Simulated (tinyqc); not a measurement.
Growth of a silicide layer between metal and silicon: linear-parabolic kinetics, ramp anneals and Kissinger analysis: one step, computed by the program tinyqc. Command: `OMP_NUM_THREADS=1 python tinyqc.py 3028261 3028262 out.jsonl silicide walk`. One thread of a shared host (Intel(R) Xeon(R) Processor @ 2.30GHz), about 0.1 s of CPU time with the checks.

One compound layer of thickness x grows by diffusion through itself and reaction at an interface, dx/dt = 1/(2x/K + 1/v), until the metal is used up at x = a h.

Task: Geometry at full reaction. Silicon consumed b h, sheet resistance rho/(final thickness) with 1 micro-ohm cm/nm = 10 ohm; margin to the junction x_j - b h.

Inputs (values chosen for the exercise, modelled on CoSi2):

| quantity | value | unit |
|---|---|---|
| metal thickness h | 6.1 | nm |
| silicon consumed per metal thickness b | 3.64 | - |
| silicide resistivity | 16 | micro-ohm cm |
| junction depth x_j | 43 | nm |

final thickness = 21.472 nm

Give: silicon consumed; sheet resistance; margin to the junction.

Result:

silicon consumed = 22.204 nm

sheet resistance = 7.4516 ohm/square

margin to the junction = 20.796 nm

The layer takes 52 % of the junction depth; its surface lies 0.73 nm below the original silicon surface.
